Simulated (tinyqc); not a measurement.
# Two-diode model of a solar cell: what changes with what

J is the current delivered and Vj = V + J Rs the junction voltage. J = X JL - J01 (exp(Vj/(n1 Vt)) - 1) - J02 (exp(Vj/(2 Vt)) - 1) - Vj/Rp. The photocurrent does not depend on voltage.

Parameters, values chosen for the exercise; values of the order met in cells of silicon:

| symbol | value | unit | meaning |
|---|---|---|---|
| T | 298.15 | K | temperature |
| JL | 34.7 | mA/cm^2 | photocurrent at one sun |
| X | 1 | suns | concentration |
| J01 | 2.2e-13 | A/cm^2 | saturation current of the first diode |
| n1 | 1 |  | ideality factor of the first diode |
| Rs | 0 | ohm cm^2 | series resistance |
| Rp | 20000 | ohm cm^2 | shunt resistance |
| Pin | 100 | mW/cm^2 | incident power at one sun |
| J02 | 3.6e-8 | A/cm^2 | saturation current of the second diode (ideality 2) |

Constants: q = 1.602176634e-19 C, kB = 1.380649e-23 J/K, Vt = kB T/q. Results are converted to the units shown.

Each table varies one quantity; the others keep the values above.

## Effect of the concentration

Jsc at V = 0, Voc at J = 0, the maximum power point where J (1 + 2 Rs G) = G Vj with G = -dJ/dVj; FF = Vmp Jmp/(Voc Jsc); efficiency Vmp Jmp/(X Pin). Empirical fill factor without parasitics FF0 = (v - ln(v + 0.72))/(v + 1), v = Voc/(n1 Vt).

Effect of the concentration:

| X (suns) | Jsc (mA/cm^2) | Voc (V) | Vmp (V) | Jmp (mA/cm^2) | FF | efficiency (%) | FF0 |
|---|---|---|---|---|---|---|---|
| 0.01 | 0.34700 | 0.46521 | 0.35846 | 0.29032 | 0.64467 | 10.407 | 0.79404 |
| 0.04 | 1.3880 | 0.53253 | 0.42441 | 1.2244 | 0.70305 | 12.992 | 0.81288 |
| 0.1 | 3.4700 | 0.57150 | 0.46550 | 3.1211 | 0.73261 | 14.529 | 0.82215 |
| 0.5 | 17.350 | 0.62983 | 0.53153 | 15.992 | 0.77790 | 17.001 | 0.83428 |
| 2 | 69.400 | 0.67280 | 0.58048 | 65.043 | 0.80863 | 18.878 | 0.84211 |
| 6 | 208.20 | 0.70417 | 0.61473 | 197.11 | 0.82647 | 20.195 | 0.84734 |
| 20 | 694.00 | 0.73706 | 0.64917 | 662.24 | 0.84045 | 21.495 | 0.85242 |
| 80 | 2776.0 | 0.77386 | 0.68647 | 2664.8 | 0.85154 | 22.866 | 0.85769 |
| 300 | 10410 | 0.80839 | 0.72074 | 10030 | 0.85904 | 24.097 | 0.86226 |

What does the table show?

As X goes from 0.01 to 300, Voc rises from 0.465 to 0.808 V, FF rises from 0.645 to 0.859 and the efficiency rises from 10.4 to 24.1 %. Voc gains 60.2 mV a decade at the top and 112 mV at the bottom (n1 Vt ln 10 = 59.2 mV).

## Effect of the shunt resistance

Same model as above.

The same in every row: Jsc (mA/cm^2) = 34.70.

Result of one run:

| Rp (ohm cm^2) | Voc (V) | Vmp (V) | Jmp (mA/cm^2) | FF | efficiency (%) | FF0 |
|---|---|---|---|---|---|---|
| 100 | 0.6455 | 0.5435 | 27.52 | 0.6676 | 14.95 | 0.8372 |

What becomes of these results when the shunt resistance Rp is changed from 100 to 300 ohm cm^2, all else the same?

Result of the changed run:

| Rp (ohm cm^2) | Voc (V) | Vmp (V) | Jmp (mA/cm^2) | FF | efficiency (%) | FF0 |
|---|---|---|---|---|---|---|
| 300 | 0.6500 | 0.5530 | 30.67 | 0.7520 | 16.96 | 0.8381 |

The whole series:

| Rp (ohm cm^2) | Voc (V) | Vmp (V) | Jmp (mA/cm^2) | FF | efficiency (%) | FF0 |
|---|---|---|---|---|---|---|
| 30 | 0.6226 | 0.4671 | 18.79 | 0.4063 | 8.778 | 0.8329 |
| 100 | 0.6455 | 0.5435 | 27.52 | 0.6676 | 14.95 | 0.8372 |
| 300 | 0.6500 | 0.5530 | 30.67 | 0.7520 | 16.96 | 0.8381 |
| 1000 | 0.6514 | 0.5558 | 31.80 | 0.7821 | 17.68 | 0.8383 |
| 3000 | 0.6518 | 0.5566 | 32.13 | 0.7907 | 17.88 | 0.8384 |
| 10000 | 0.6519 | 0.5569 | 32.24 | 0.7938 | 17.96 | 0.8384 |
| 30000 | 0.6519 | 0.5569 | 32.28 | 0.7946 | 17.98 | 0.8384 |
| 1e5 | 0.6519 | 0.5570 | 32.29 | 0.7949 | 17.98 | 0.8384 |

As Rp goes from 30 to 1e5, Voc rises from 0.623 to 0.652 V, FF rises from 0.406 to 0.795 and the efficiency rises from 8.78 to 18.0 %. Voc changes by 0.0259 mV a decade between the last two rows and 43.8 mV between the first two. For Rp = 30 the shunt carries over 0.3 of the photocurrent at open circuit, so it pulls Voc down and FF towards the 1/4 of a resistor.

Computed by the program tinyqc: `OMP_NUM_THREADS=1 python tinyqc.py 2280116 2280117 out.jsonl`, one thread of a shared Intel Xeon 2.30GHz, about 0.01 s for the whole run.
